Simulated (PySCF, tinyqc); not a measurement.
Worked calculation: RHF in the sto-6g basis, for H6, spin multiplicity 1. The lowest restricted solution is unstable here: a spin-polarised one lies 0.1148 hartree lower (PySCF). One step of it, computed by the program tinyqc.

Problem. Iteration 4: diagonalisation and new density. Diagonalise F' = X^T F X, C = X C', fill 3 alpha and 3 beta electrons from the bottom; D = 2 C_occ C_occ^T; the new density keeps 0.7 of the old one (damping). Each column has its largest component positive (the first on a tie).

extrapolated F (hartree):
```
           1H 1s      2H 1s      3H 1s      4H 1s      5H 1s      6H 1s
1H 1s  -0.210698  -0.357004  -0.063049   0.021694   0.002755  -0.012156
2H 1s  -0.357004  -0.268770  -0.277768  -0.055502  -0.003011  -0.001319
3H 1s  -0.063049  -0.277768  -0.222768  -0.345056  -0.061951   0.020047
4H 1s   0.021694  -0.055502  -0.345056  -0.190826  -0.249797  -0.052625
5H 1s   0.002755  -0.003011  -0.061951  -0.249797  -0.159393  -0.341973
6H 1s  -0.012156  -0.001319   0.020047  -0.052625  -0.341973  -0.133253
```

X:
```
           1H 1s      2H 1s      3H 1s      4H 1s      5H 1s      6H 1s
1H 1s   1.034987  -0.159748   0.020372  -0.003004   0.000485  -0.000079
2H 1s  -0.159748   1.071384  -0.164035   0.021246  -0.003105   0.000486
3H 1s   0.020372  -0.164035   1.072482  -0.165768   0.021223  -0.003005
4H 1s  -0.003004   0.021246  -0.165768   1.072376  -0.163796   0.020372
5H 1s   0.000485  -0.003105   0.021223  -0.163796   1.071383  -0.159982
6H 1s  -0.000079   0.000486  -0.003005   0.020372  -0.159982   1.035089
```

D after iteration 3:
```
           1H 1s      2H 1s      3H 1s      4H 1s      5H 1s      6H 1s
1H 1s   0.766682   0.320298   0.187815   0.078683  -0.033305  -0.101800
2H 1s   0.320298   1.084465  -0.111710  -0.267455  -0.015683  -0.120862
3H 1s   0.187815  -0.111710   1.112872   0.011503   0.101158  -0.125508
4H 1s   0.078683  -0.267455   0.011503   0.983626   0.128988  -0.464150
5H 1s  -0.033305  -0.015683   0.101158   0.128988   0.603548   0.366493
6H 1s  -0.101800  -0.120862  -0.125508  -0.464150   0.366493   1.057617
```

overlap S:
```
          1H 1s     2H 1s     3H 1s     4H 1s     5H 1s     6H 1s
1H 1s  1.000000  0.291786  0.029606  0.002020  0.000089  0.000003
2H 1s  0.291786  1.000000  0.289346  0.029658  0.001991  0.000089
3H 1s  0.029606  0.289346  1.000000  0.292194  0.029606  0.002020
4H 1s  0.002020  0.029658  0.292194  1.000000  0.288941  0.029606
5H 1s  0.000089  0.001991  0.029606  0.288941  1.000000  0.292194
6H 1s  0.000003  0.000089  0.002020  0.029606  0.292194  1.000000
```

Give: F' = X^T F X; orbital energies; coefficients C; D after iteration 4.

Solution.

F' = X^T F X (hartree):
```
        1       2       3       4       5       6
1  -0.116  -0.325   0.021   0.023   0.001  -0.012
2  -0.325  -0.104  -0.251   0.029  -0.001  -0.003
3   0.021  -0.251  -0.053  -0.336   0.020   0.022
4   0.023   0.029  -0.336  -0.024  -0.244   0.030
5   0.001  -0.001   0.020  -0.244   0.010  -0.340
6  -0.012  -0.003   0.022   0.030  -0.340  -0.034
```

orbital energies (hartree): MO1 -0.542, MO2 -0.431, MO3 -0.298, MO4 0.113, MO5 0.323, MO6 0.514

coefficients C:
```
         MO1     MO2     MO3     MO4     MO5     MO6
1H 1s  0.324  -0.377   0.398   0.634  -0.491  -0.222
2H 1s  0.472  -0.357   0.168  -0.419   0.676   0.436
3H 1s  0.429   0.084  -0.453  -0.379  -0.483  -0.658
4H 1s  0.315   0.347  -0.369   0.516  -0.008   0.763
5H 1s  0.174   0.459   0.341   0.174   0.573  -0.696
6H 1s  0.095   0.356   0.519  -0.441  -0.557   0.433
```

D after iteration 4:
```
        1H 1s   2H 1s   3H 1s   4H 1s   5H 1s   6H 1s
1H 1s   0.780   0.437   0.088  -0.050  -0.012  -0.010
2H 1s   0.437   0.986  -0.021  -0.210  -0.026  -0.082
3H 1s   0.088  -0.021   1.017   0.207   0.046  -0.186
4H 1s  -0.050  -0.210   0.207   0.902   0.143  -0.347
5H 1s  -0.012  -0.026   0.046   0.143   0.637   0.471
6H 1s  -0.010  -0.082  -0.186  -0.347   0.471   0.983
```
